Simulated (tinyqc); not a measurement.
Interface traps from C-V curves, high-low and Terman methods: one step of the calculation.

MOS capacitor on an n-type substrate; psi is the band bending, negative in depletion; only majority carriers are counted. At the bending psi the Fermi level lies y = xi - psi below the conduction edge at the surface, xi = Vt ln(Nc/Nd). Dit(y) = D0 + D1 exp(-y/E1); traps fill up to the Fermi level, follow the bias and a slow signal, and do not follow a fast one. V is the gate voltage from flat band.

Question. Terman extraction. psi at each point follows from C_HF and the ideal curve. Dit = (Cox/q) d(V - V0)/dpsi by central differences over the two neighbours.

Constants: q = 1.602176634e-19 C. Results are converted to the units shown.

```
point      psi (V)      V0 (V)       V (V)
0      -0.90000000  -1.0392436  -1.0978437
1      -0.77700000  -0.9060760  -0.9624062
2      -0.65400000  -0.7720358  -0.8257688
3      -0.53100000  -0.6368503  -0.6873612
4      -0.40800000  -0.5000658  -0.5461606
5      -0.28500000  -0.3608153  -0.4002127
6      -0.16200000  -0.2169625  -0.2453040
7      -0.03900000  -0.0594567  -0.0684156
```

Cox = 639.46912 nF/cm^2

Find: Dit by Terman.

Answer.

Dit by Terman, point 1 to 6 (cm^-2 eV^-1): 7.90e10  9.44e10  1.24e11  1.80e11  2.88e11  4.94e11

The differences overstate the curved tail; the largest error is 6.2 %, at point 6.

Numbers from tinyqc (`OMP_NUM_THREADS=1 python tinyqc.py 2030069 2030070 out.jsonl`; about 0.01 s on one thread of a shared Intel Xeon 2.30GHz).
